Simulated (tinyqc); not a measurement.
Pairing against temperature: dopants and charged point defects at anneal temperature: Fermi-level effect, clustering and pairing. Computed by tinyqc, a small Python program. Command: `OMP_NUM_THREADS=1 python tinyqc.py 3020581 3020582 out.jsonl pairing walk`. One thread of a shared host (Intel(R) Xeon(R) Processor @ 2.30GHz), about 0.01 s of CPU time with the checks.

Boltzmann statistics and full ionisation of active dopants. Energies are counted from the valence band; the defect (a vacancy or self-interstitial) has five charge states, with all degeneracy factors one.

Inputs (values chosen for the exercise, with bands modelled on 4H-SiC):

| quantity | value | unit |
|---|---|---|
| site density N_s | 3.8e+22 | cm^-3 |
| pair binding energy E_b | 0.6 | eV |
| pair configurations Z | 6 | - |
| impurity diffusion prefactor D_0 | 0.0025 | cm^2/s |
| impurity migration energy E_m | 0.83 | eV |
| dielectric constant eps | 9.98 | - |
| active dopant density in the stored part N_2 | 2.1e+15 | cm^-3 |

Dopant: acceptor. Second part: pairing with a mobile impurity.

Constants: k_B = 8.617333262e-05 eV/K; e^2/(4 pi eps_0) = 14.39964548 eV angstrom.

Method. An oppositely charged mobile impurity (density M) pairs with the dopant: pairs/free = Z (N_2/N_s) exp(E_b/k_B T_2) for M << N_2; capture radius R = e^2/(4 pi eps eps_0 k_B T_2); D_m = D_0 exp(-E_m/k_B T_2); association rate 4 pi R D_m N_2; dissociation rate = association rate/(pairs/free); tau = 1/(sum of both).

Equilibrium and kinetics:

| T (K) | paired share | time constant (s) | D_m (cm^2/s) | effective D (cm^2/s) |
|---|---|---|---|---|
| 270 | 0.99998 | 7.5996e+07 | 8.0406e-19 | 1.5317e-23 |
| 300 | 0.99975 | 2.3833e+06 | 2.8481e-17 | 7.1499e-21 |
| 340 | 0.99616 | 6.1600e+04 | 1.2444e-15 | 4.7750e-18 |
| 380 | 0.96781 | 3.3907e+03 | 2.4547e-14 | 7.9007e-16 |
| 430 | 0.78125 | 1.6255e+02 | 4.6773e-13 | 1.0232e-13 |
| 480 | 0.39801 | 8.9647e+00 | 4.8231e-12 | 2.9034e-12 |
| 550 | 0.09450 | 1.8969e-01 | 6.2009e-11 | 5.6150e-11 |
| 650 | 0.01466 | 2.3517e-03 | 9.1734e-10 | 9.0389e-10 |

What follows from these numbers?

Half the impurity is paired at T = E_b/(k_B ln(N_s/(Z N_2))) = 467 K. The time constant at 300 K is 2.4e6 s. Below 467 K pairs win, and the effective diffusivity has the activation energy E_m + E_b = 1.43 eV; above it the impurity is free and moves with E_m = 0.83 eV.
